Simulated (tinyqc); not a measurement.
# Worked calculation: Weibull analysis of times to dielectric breakdown, with area scaling

Program tinyqc, `OMP_NUM_THREADS=1 python tinyqc.py 2070069 2070070 out.jsonl`; Intel Xeon 2.30GHz, shared host, one thread, about 0.01 s. Printed values are rounded.

Breakdown times follow F(t) = 1 - exp(-(t/t63)^beta). The 9 times below were drawn at random from beta = 1.2, t63 = 390 s and are treated as data; all samples failed.

Inputs (values chosen for the exercise):
```
symbol   value  unit                           meaning
A1          91  um^2          area of a test capacitor
A2       1.2e5  um^2          gate area of the product
Fp      0.0001        allowed share of failed products
```

## Median ranks and the Weibull scale

```
i,t (s)
1,142
2,217
3,351
4,382
5,391
6,391
7,442
8,582
9,780
```

F_i = (i - 0.3)/(n + 0.4) for the sorted times, W_i = ln(-ln(1 - F_i)).

```
i,F,W,ln t
1,0.074468,-2.55894,4.95583
2,0.180851,-1.61199,5.37990
3,0.287234,-1.08293,5.86079
4,0.393617,-0.69266,5.94542
5,0.500000,-0.36651,5.96871
6,0.606383,-0.07002,5.96871
7,0.712766,0.22111,6.09131
8,0.819149,0.53654,6.36647
9,0.925532,0.95451,6.65929
```

## Straight-line fit

Least squares of W on ln t: beta = sum (x - mean x)(W - mean W)/sum (x - mean x)^2 with x = ln t, and ln t63 = mean x - mean W/beta.

beta = 2.14639
t63 = 469.895 s

beta is 79 % above the value that made the data and t63 20 % above it.

## Iteration 1: likelihood estimate of beta

beta at the start = 2.1

Maximum likelihood: a(beta) = 1/beta with a = sum t^beta ln t/sum t^beta - mean ln t. Newton step: beta(new) = beta - [a - 1/beta]/[v + 1/beta^2], v the variance of ln t under the weights t^beta.

beta after iteration 1 = 2.42830

## Iteration 2: likelihood estimate of beta

As before.

beta after iteration 2 = 2.46867

## Course of the iteration

Stop when beta changes by less than 1e-9, or after 40 iterations.

Course of the iteration:
```
iteration,beta,change
1,2.42830,0.328
2,2.46867,0.0404
3,2.46915,4.80e-4
4,2.46915,6.59e-8
5,2.46915,< 1e-13
```

Converged in 5 iterations.

## Scale parameter and projection to the product

converged beta = 2.46915

t63 = (mean of t^beta)^(1/beta). Defects are spread at random, so -ln(1 - F) is proportional to the area: t63(A2) = t63 (A1/A2)^(1/beta), and the time to the share Fp is t63(A2) (-ln(1 - Fp))^(1/beta).

t63 = 461.496 s
t63 of the product = 25.1490 s
time to Fp = 0.603311 s
decades lost against t63 = 2.88363

The straight-line values give 0.226 s for the time to Fp and the values that made the data 4.55e-4 s: with 9 samples beta is uncertain by about 0.78/sqrt(n) = 26 %, and the projection hangs on 1/beta.
